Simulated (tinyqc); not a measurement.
Worked calculation: eight-band Kane k.p model. Values are carried at full precision from step to step, so a last printed digit may differ when a step is redone from the rounded ones.

Constants: hbar^2/2m0 = 3.80998211 eV angstrom^2.

Parameters, chosen for this exercise (near those of CdTe; shifted at random, so the results belong to these values and not to a real crystal): Eg = 1.677 eV (gap at Gamma to the s-like level); Dso = 0.893 eV (spin-orbit splitting); Ep = 19.3 eV (Kane energy); me = 0.0915 m0 (electron mass at Gamma); g1 = 5.36 (Luttinger gamma1); g2 = 1.69 (gamma2); g3 = 1.98 (gamma3); k = (-0.013, 0.039, 0) 1/angstrom (wave vector); kmax = 0.06 1/angstrom (end of the path).

## Derived values

P = sqrt(Ep c); A = 1/me - Ep (Eg + 2 Dso/3)/(Eg (Eg + Dso)) keeps the electron mass; g1' = g1 - Ep/(3 Eg), g2' = g2 - Ep/(6 Eg), g3' = g3 - Ep/(6 Eg) remove the coupling to S that the Luttinger values already hold; L = -c (g1' + 4 g2'), M = -c (g1' - 2 g2'), N = -6 c g3'. c = hbar^2/2m0.

P = 8.5751 eV angstrom
A = 0.7533

g1', g2', g3': [1.5238, -0.2281, 0.0619]

L, M, N (eV angstrom^2): [-2.3292, -7.5438, -1.4149]

The coupling to the valence bands supplies 10.18, against 1/me = 10.93; A makes up the difference. A > 0 and L, M < 0: every diagonal term bends away from the gap.

## The Hamiltonian at one k

Eight-band Kane model, basis S, X, Y, Z times spin, zero of energy at the top of the unstrained valence band, c = hbar^2/2m0. Within each spin: H_SS = Eg + A c k^2, H_SX = i P kx (likewise Y, Z), H_XX = -Dso/3 + L kx^2 + M (ky^2 + kz^2), H_XY = N kx ky, and cyclic. Spin-orbit term (Dso/3) L.sigma on X, Y, Z with (L_k)_ij = -i epsilon_kij: <X+|H|Y+> = -i Dso/3, <X+|H|Z-> = Dso/3, <Y+|H|Z-> = -i Dso/3, <Z+|H|X-> = -Dso/3, <Z+|H|Y-> = i Dso/3, <X-|H|Y-> = i Dso/3, and their conjugates; + and - are the spin along z. Terms from inversion asymmetry are left out, so every level is twofold.

Fill in the matrix.

H(k) (eV), rows S+, X+, Y+, Z+, S-, X-, Y-, Z- and columns alike:
```
[[1.6819, -0.1115i, 0.3344i, 0, 0, 0, 0, 0],
 [0.1115i, -0.3095, 0.0007-0.2977i, 0, 0, 0, 0, 0.2977],
 [-0.3344i, 0.0007+0.2977i, -0.3025, 0, 0, 0, 0, -0.2977i],
 [0, 0, 0, -0.3104, 0, -0.2977, 0.2977i, 0],
 [0, 0, 0, 0, 1.6819, -0.1115i, 0.3344i, 0],
 [0, 0, 0, -0.2977, 0.1115i, -0.3095, 0.0007+0.2977i, 0],
 [0, 0, 0, -0.2977i, -0.3344i, 0.0007-0.2977i, -0.3025, 0],
 [0, 0.2977, 0.2977i, 0, 0, 0, 0, -0.3104]]
```

## Levels and orbital character

Diagonalise H; the levels come in pairs. The weights are summed over spin and averaged over each pair.

levels, each twofold (eV): [-0.9192, -0.0545, -0.0117, 1.7448]

weights, rows S, X, Y, Z; columns pair 1, pair 2, pair 3, pair 4:
```
[[0.006, 0.025, 0.000, 0.968],
 [0.324, 0.226, 0.446, 0.004],
 [0.348, 0.561, 0.064, 0.028],
 [0.321, 0.188, 0.490, 0.000]]
```

The conduction pair has 3.2 % valence character at this k; the valence pair with most S character is pair 2 (2.5 %).

## Bands along [111] and [100]

The same diagonalisation at six points |k| = 0, kmax/5, ..., kmax along each direction.

Levels (eV):
```
direction  |k| (1/angstrom)   pair 1   pair 2   pair 3  pair 4
[111]                 0.000  -0.8930   0.0000   0.0000  1.6770
[111]                 0.012  -0.8952  -0.0051  -0.0008  1.6830
[111]                 0.024  -0.9019  -0.0201  -0.0031  1.7007
[111]                 0.036  -0.9131  -0.0441  -0.0069  1.7293
[111]                 0.048  -0.9292  -0.0761  -0.0123  1.7680
[111]                 0.060  -0.9502  -0.1145  -0.0192  1.8156
[100]                 0.000  -0.8930   0.0000   0.0000  1.6770
[100]                 0.012  -0.8952  -0.0048  -0.0011  1.6830
[100]                 0.024  -0.9019  -0.0189  -0.0043  1.7007
[100]                 0.036  -0.9130  -0.0416  -0.0098  1.7295
[100]                 0.048  -0.9287  -0.0719  -0.0174  1.7684
[100]                 0.060  -0.9491  -0.1086  -0.0272  1.8165
```

At kmax the conduction band lies 0.9 meV and the top valence band 8.0 meV apart between the two directions. k.p holds near Gamma; the zone edge lies near 1 1/angstrom.

## Masses at Gamma

m*/m0 = c h^2/(E(h) - E(0)) with |k| = h = 0.0001 1/angstrom; negative values are hole-like.

Masses (m0):
```
direction  pair 1  pair 2  pair 3  pair 4
[111]      -0.248  -0.107  -0.714   0.092
[100]      -0.248  -0.114  -0.505   0.092
```

Without strain the limits are known: me for pair 4, -1/(g1 -/+ 2 g2) for the heavy and light holes along [100], -1/(g1 -/+ 2 g3) along [111], and -1/(g1 - Ep Dso/(3 Eg (Eg + Dso))) = -0.248 for the split-off band.

## Checks

- Electron mass of the unstrained model by finite differences against the input me: both 0.09150.
- Heavy-hole mass along [100] against 1/(g1 - 2 g2): both 0.5051.
- Light-hole mass along [100] against 1/(g1 + 2 g2): both 0.1144.

Computed by tinyqc, a small Python program: `OMP_NUM_THREADS=1 python tinyqc.py 1050752 1050753 out.jsonl` (the numbers bound the seed that draws the inputs); one thread of a shared host (Intel(R) Xeon(R) Processor @ 2.30GHz), about 0.08 s for the whole set of steps.
